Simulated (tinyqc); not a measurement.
Doping density: delta-doped layer in the Thomas-Fermi potential.

All donors ionised in the plane z = 0, zero temperature, energies from the Fermi level EF of the Thomas-Fermi model, which lies at the bulk band edge; c = hbar^2/2m0, q = e^2/(4 pi eps0). Layer in a (001) plane: two valleys with m_z = ml, m_d = mt (unprimed) and four with m_z = mt, m_d = sqrt(ml mt) (primed); m3 = (ml mt^2)^(1/3), gv = 6. With n = (gv/3 pi^2)(m3 (-V)/c)^(3/2) and V'' = -(4 pi q/eps) n for z > 0, the solution is V = -b/(|z| + z0)^4 with sqrt(b) = 20/K, K = (4 pi q/eps)(gv/3 pi^2)(m3/c)^(3/2), and z0^5 = 4b/(e F0), e F0 = 2 pi q N/eps; 1e13/cm^2 = 1e-3/angstrom^2. Exchange and correlation are left out.

Subbands solve -(c/m_z) psi'' + V psi = E psi on 1280 points of spacing z0/80; up to ten levels for each group, kept if bound with an rms width below 2.5 z0.

Constants: hbar^2/2m0 = 3.80998211 eV angstrom^2; e^2/(4 pi eps0) = 14.39964547 eV angstrom.

Values chosen for the exercise (near those of a delta-doped layer in Si; shifted at random, so the results belong to these values and not to a real crystal): ml = 0.899 m0 (longitudinal mass); mt = 0.19 m0 (transverse mass); eps = 11.9 (dielectric constant); Nl = (0.15, 0.3, 0.6, 1, 1.8, 3, 4.8) x 1e13/cm^2 (sheet densities).

The well, the lowest level and the filling anew; at zero temperature n_i = g m_d (mu - E_i)/(2 pi c), with mu fixed by sum n_i = N.

Results:
```
N (1e13/cm^2)  z0 (angstrom)  depth (eV)  lowest (eV)  next - lowest (eV)  occupied  share of lowest (%)
0.15                    47.9      0.0137      -0.0035              0.0021         2                 36.4
0.30                    41.7      0.0238      -0.0069              0.0038         2                 35.2
0.60                    36.3      0.0414      -0.0134              0.0071         2                 33.9
1.0                     32.8      0.0623      -0.0217              0.0110         2                 32.9
1.8                     29.1      0.0997      -0.0376              0.0181         3                 31.7
3.0                     26.3      0.1500      -0.0604              0.0278         3                 30.5
4.8                     23.9      0.2184      -0.0931              0.0410         3                 29.4
```

What does the comparison show, and why?

The depth grows as N^(4/5) and z0 shrinks as N^(-1/5): factors 16.0 and 2.00 for 32 times the doping. The lowest level deepens faster, with exponent 0.95, since the zero-point energy takes a smaller share of a deeper well (74 % falling to 57 %). The number of occupied subbands is 2 in the first row and 3 in the last. Up to N = 1 the donor spacing exceeds 1.5 Bohr radii (one radius, a0 eps/m with the density-of-states mass, is 20 angstrom), where a uniform sheet is a crude picture of discrete donors (beyond about three radii electrons stay on single donors).

(tinyqc, `OMP_NUM_THREADS=1 python tinyqc.py 1282695 1282696 out.jsonl`, Intel(R) Xeon(R) Processor @ 2.30GHz, 1 thread, shared host, about 0.2 s.)
